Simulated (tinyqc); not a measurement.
## Doping and flat-band voltage from two insulator thicknesses

Question. A junctionless wire is fully depleted at VT = Vfb - q Nd R^2/(4 eps0 eps_r) - q Nd R^2 ln(1 + tox/R)/(2 eps0 eox). Find Nd and Vfb.

Parameters, values chosen for the exercise; material values close to those of germanium: relative permittivity of the semiconductor eps_r = 16.1; relative permittivity of the gate insulator eox = 7.5; wire radius R = 10 nm.

Constants: q = 1.602176634e-19 C, eps0 = 8.8541878128e-14 F/cm where lengths are in cm. Results are converted to the units shown.

VT at tox = 4.3 and 9.5 nm (V): [0.42865993, 0.11811304]

Answer. The difference of the thresholds is proportional to Nd and holds no Vfb.

Nd = 8.300e18 cm^-3
Vfb = 1.020 V

Computed by the program tinyqc: `OMP_NUM_THREADS=1 python tinyqc.py 2460092 2460093 out.jsonl`, one thread of a shared Intel Xeon 2.30GHz, about 0.01 s for the whole run.
